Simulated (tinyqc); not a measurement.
Comparisons within one model: metal-induced gap states at the contact of a metal chain and a two-band chain. A value that a table varies takes the place of the one given here.

The semiconductor alternates sites A at -Eg/2 and C at +Eg/2 with hopping -t; the gap runs from -Eg/2 to Eg/2. In the gap cosh(q a) = 1 + (Eg^2/4 - E^2)/(2 t^2) and the amplitude changes by -exp(-q a) a period. The metal has site energy 0 and hopping -tm; its end site has g_m = (E - i sqrt(4 tm^2 - E^2))/(2 tm^2). Sites 1, 2, ... count into the semiconductor, with energies e1, e2 alternating. The clean half chain has g1 = 1/(E - e1 - t^2 g2), g2 = 1/(E - e2 - t^2 g1), decaying root. With the contact G11 = 1/(1/g1 - tc^2 g_m), and the density on site j is -Im G_jj/pi = |psi_j/psi_1|^2 (-Im G11/pi), per spin, with psi_2/psi_1 = -t g2, psi_3/psi_2 = -t g1.

Constants: e^2/(4 pi eps0) = 14.39964547 eV angstrom.

Values chosen for the exercise (gap and optical dielectric constant near those of SiC; the chain itself is a model; the results hold for these values, not for the real material): Eg = 3.12 eV (gap); t = 2.5 eV (hopping in the semiconductor); tm = 1.62 eV (hopping in the metal); tc = 2.62 eV (hopping across the contact); end = C (site that touches the metal); a = 3.08 angstrom (period (two sites); one chain for each area a^2); eps = 6.6 (dielectric constant); E = 0.62 eV (energy from mid-gap).

## Across the gap

E = f Eg. Share on C: the part of the summed density that lies on C sites, whose orbitals make the conduction edge.

Gap states:
```
f,E (eV),xi = 1/(2q) (angstrom),D1 (1/eV),D2 (1/eV),sum (1/eV),share on C
-0.48,-1.498,8.83,0.0039,0.1599,0.5560,0.024
-0.40,-1.248,4.14,0.0178,0.1102,0.2437,0.139
-0.30,-0.936,3.12,0.0298,0.0728,0.1636,0.291
-0.15,-0.468,2.62,0.0402,0.0415,0.1182,0.492
0.00,0.000,2.51,0.0457,0.0247,0.0996,0.649
0.15,0.468,2.62,0.0494,0.0148,0.0929,0.770
0.30,0.936,3.12,0.0528,0.0081,0.0970,0.868
0.40,1.248,4.14,0.0560,0.0043,0.1148,0.929
0.48,1.498,8.83,0.0609,0.0010,0.2103,0.983
```

How do the results move?

The decay length xi of the density is shortest at mid-gap, 2.51 angstrom, and grows to 8.8 near the edges. The summed density is least at f = 0.15 (0.0929) and largest at f = -0.48 (0.5560 1/eV). The share on C goes from 0.02 to 0.98 and passes one half near f = -0.142, a point that depends on which site ends the chain. The states turn from valence-like to conduction-like across the gap; the branch point, where the decay is fastest, lies at mid-gap in this symmetric chain and is the usual estimate of the neutrality level.

## Wider gaps pin less

E = 0; Eg is varied and eps follows 1 + (eps0 - 1)(Eg0/Eg), with the given Eg and eps as Eg0 and eps0. xi = 1/(2q), N = 2 (summed density)/a^2, S = 1/(1 + 4 pi e^2 N xi/eps).

Against the gap:
```
Eg (eV),eps,xi (angstrom),summed density (1/eV),S,S at fixed eps
0.50,35.94,15.41,0.5703,0.097,0.019
0.75,24.30,10.28,0.3844,0.139,0.042
1.10,16.88,7.01,0.2658,0.192,0.085
1.50,12.65,5.15,0.1979,0.245,0.145
2.30,8.60,3.38,0.1324,0.335,0.279
3.40,6.14,2.31,0.0919,0.432,0.449
5.50,4.18,1.47,0.0579,0.564,0.671
9.00,2.94,0.95,0.0340,0.704,0.842
```

What does this show, and why?

From Eg = 0.5 to 9 eV xi falls by a factor 16.2 and the summed density by 16.8, so at fixed eps S rises from 0.02 to 0.84. The weaker screening of wide-gap solids works against this: with it S goes from 0.10 to 0.70.

## Weakening the contact bond

At the given E, tc is varied, as by a thin spacer. xi = 1/(2q), N = 2 (summed density)/a^2, S = 1/(1 + 4 pi e^2 N xi/eps) with xi and eps kept.

Against tc:
```
tc (eV),D1 (1/eV),summed density (1/eV),S
0.10,0.00041,0.00075,0.9884
0.25,0.00252,0.00464,0.9319
0.50,0.00985,0.01812,0.7780
0.80,0.02361,0.04343,0.5938
1.20,0.04427,0.08142,0.4381
1.80,0.06003,0.11040,0.3651
2.50,0.05277,0.09705,0.3954
3.50,0.03463,0.06368,0.4992
```

How do the results move?

For a weak bond the density goes as tc^2 (ratio 6.21 between 0.25 and 0.1 eV, against 6.25). It is largest at tc = 1.8 eV among these rows and falls beyond, as the first site pairs off with the metal. S is 0.988 at 0.1 eV and has its least value, 0.365, in that row.

## What each parameter does

xi = 1/(2q), summed density, and S = 1/(1 + 4 pi e^2 N xi/eps), N = 2 (summed density)/a^2. Each row changes one parameter from the base and keeps the others.

Results:
```
case,xi (angstrom),summed density (1/eV),S
base,2.725,0.09283,0.4061
Eg = 3.432 eV,2.446,0.08476,0.4549
t = 2.75 eV,2.991,0.09522,0.3779
tm = 1.782 eV,2.725,0.09870,0.3914
tc = 2.882 eV,2.725,0.08345,0.4320
eps = 7.26,2.725,0.09283,0.4293
end = A,2.725,0.12852,0.3306
```

What can be read from the table?

The largest shifts from the base row, up to three for each result and ties (the steps differ in size, so this ranks the rows, not the parameters). xi (angstrom): Eg -0.279, t +0.266; unchanged at the printed digits by tm, tc, eps and end. summed density (1/eV): end +0.03569, tc -0.00938, Eg -0.00807; unchanged at the printed digits by eps. S: end -0.0755, Eg +0.0488, t -0.0282. The decay length belongs to the semiconductor alone; the metal and the contact set only the amplitude.

(tinyqc, `OMP_NUM_THREADS=1 python tinyqc.py 1450854 1450855 out.jsonl`, Intel(R) Xeon(R) Processor @ 2.30GHz, 1 thread, shared host, about 0.01 s.)
